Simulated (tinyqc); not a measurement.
How many bands a k.p model needs: band 5 from Gamma to X: k.p theory built from an empirical-pseudopotential calculation at Gamma.

Empirical pseudopotential on the fcc lattice, atoms at +/- tau, tau = a (1,1,1)/8, no spin-orbit coupling. H(G,G') = c (2 pi/a)^2 |k + G|^2 delta + VS(q) cos(q.tau) + i VA(q) sin(q.tau), q = G - G', c = hbar^2/2m0; k and G in units of 2 pi/a; VS at |q|^2 = 3, 8, 11 and VA at 3, 4, 11, in rydberg, zero elsewhere. The basis is fixed: all 113 G with |G|^2 up to Gcut. Energies are counted from the fourth level at Gamma.

k.p in the lowest n states at Gamma: H_nm = (E_n + c k^2) delta + 2 c k.<n|G|m>, k in 1/angstrom; with all states of the basis it is exact.

Constants: hbar^2/2m0 = 3.80998211 eV angstrom^2; Ry = 13.60569312 eV.

Inputs chosen for the exercise (near those of Ge; not measured data):
- a = 5.663 angstrom (lattice constant)
- VS = (-0.225, 0.01, 0.06) Ry (symmetric form factors)
- VA = (0, 0, 0) Ry (antisymmetric form factors)
- Gcut = 20 (2 pi/a)^2 (largest |G|^2 of the fixed basis)

Band 5 (counted from below) at k = f (1, 0, 0) 2 pi/a; n ends on whole multiplets.

Energies (eV):

| f | n = 8 | n = 15 | n = 27 | n = 113 (exact) |
|---|---|---|---|---|
| 0.000 | 1.268 | 1.268 | 1.268 | 1.268 |
| 0.125 | 2.074 | 2.029 | 2.028 | 2.028 |
| 0.250 | 3.431 | 2.574 | 2.562 | 2.560 |
| 0.375 | 4.176 | 2.007 | 1.982 | 1.978 |
| 0.500 | 4.763 | 1.542 | 1.500 | 1.494 |
| 0.625 | 5.517 | 1.220 | 1.155 | 1.144 |
| 0.750 | 6.437 | 1.058 | 0.964 | 0.948 |
| 0.875 | 7.523 | 1.073 | 0.940 | 0.918 |
| 1.000 | 8.772 | 1.197 | 1.091 | 1.059 |

With n = 8 the band stays within 0.05 eV of the exact one up to f = 0.125 (error at X: +7.713 eV). With n = 15 the band stays within 0.05 eV of the exact one up to f = 0.500 (error at X: +0.138 eV). With n = 27 the band stays within 0.05 eV of the exact one over the whole line (error at X: +0.032 eV). A smaller basis can only raise a level. The exact band has its minimum on these points at f = 0.875; n = 8 puts it at f = 0.000.

Computed by tinyqc, a small Python program: `OMP_NUM_THREADS=1 python tinyqc.py 1050282 1050283 out.jsonl` (the numbers bound the seed that draws the inputs); one thread of a shared host (Intel(R) Xeon(R) Processor @ 2.30GHz), about 0.7 s for the whole set of steps.
